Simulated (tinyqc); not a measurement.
## Undoped symmetric double-gate MOSFET, analytic potential model: effect of the temperature

An undoped body of thickness ts between two equal insulators and tied gates; long channel, electrons only, n = ni exp((psi - V)/Vt) with V the quasi-Fermi potential (0 at the source, Vd at the drain), constant mobility, no quantisation. Across the body psi(x) = V - 2 Vt ln[(ts/(2 beta)) sqrt(q ni/(2 eps0 eps_r Vt)) cos(2 beta x/ts)], x from the centre. Q is the electron charge per area of the whole body.

Nc and Nv are given at 300 K and scale as (T/300 K)^1.5; Eg and mu are held fixed. ni = sqrt(Nc Nv) exp(-Eg/(2 Vt)), Eg in volts; r = eps_r tox/(eox ts); V0 = dphi + 2 Vt ln[(2/ts) sqrt(2 eps0 eps_r Vt/(q ni))]. beta (between 0 and pi/2) solves (Vg - V0 - V)/(2 Vt) = ln(beta) - ln(cos beta) + 2 r beta tan(beta). Q = 8 eps0 eps_r Vt beta tan(beta)/ts; I = mu (1/L)(4 eps0 eps_r/ts)(2 Vt)^2 [g(beta_s) - g(beta_d)] per width, g = beta tan(beta) - beta^2/2 + r beta^2 tan^2(beta), with beta_s at V = 0 and beta_d at V = Vd.  I(low) is taken at Vg = 0.3 V, Qs and I(high) at Vg = 1.05 V.

Values chosen for this exercise; material values close to those of silicon:

| symbol | value | unit | meaning |
|---|---|---|---|
| Eg | 1.14 | eV | band gap |
| eps_r | 11.6 |  | relative permittivity of the semiconductor |
| Nc | 2.82e19 | cm^-3 | conduction-band density of states at the reference temperature |
| Nv | 2.64e19 | cm^-3 | valence-band density of states at the reference temperature |
| eox | 24.3 |  | relative permittivity of the gate insulator |
| tox | 7.8 | nm | insulator thickness |
| ts | 25 | nm | body thickness |
| dphi | 0.11 | V | gate work function less that of the intrinsic body |
| mu | 490 | cm^2/(V s) | channel mobility |
| L | 0.1 | um | gate length |
| Vd | 1 | V | drain voltage |

Constants: q = 1.602176634e-19 C, kB = 1.380649e-23 J/K, Vt = kB T/q, eps0 = 8.8541878128e-14 F/cm where lengths are in cm. Results are converted to the units shown.

Results:
```
T (K)	V0 (V)	I(low) (nA/um)	Qs(high) (nC/cm^2)	I(high) (uA/um)
220	0.5909	0.001257	1826	1807
250	0.5773	0.01918	1834	1863
280	0.5636	0.1685	1845	1926
340	0.5359	4.409	1876	2070
370	0.5218	15.59	1894	2150
400	0.5076	46.26	1915	2234
430	0.4934	119.4	1938	2323
```

Estimate the missing row, T = 310 K.

Computed row:
```
T (K)	V0 (V)	I(low) (nA/um)	Qs(high) (nC/cm^2)	I(high) (uA/um)
310	0.5498	0.9978	1859	1995
```

With this row back in the table: As T goes from 220 to 430 K, I(low) rises from 0.00126 to 119 nA/um and I(high) rises from 1810 to 2320 uA/um. V0 falls from 0.591 to 0.493 V. In every row the surface density at the source at the higher gate voltage passes 0.3 Nc, where Boltzmann statistics fail. In every row mu V/L at the higher gate voltage, with V the smaller of Vd and Vg - V0, passes 3e6 cm/s, so velocity saturation would lower the current. In every row the mobility is held fixed, though a real one changes with T. In every row L is under three scale lengths of this cross-section, so short-channel effects, left out here, would raise the subthreshold current.

Computed by the program tinyqc: `OMP_NUM_THREADS=1 python tinyqc.py 2440130 2440131 out.jsonl`, one thread of a shared Intel Xeon 2.30GHz, about 0.01 s for the whole run.
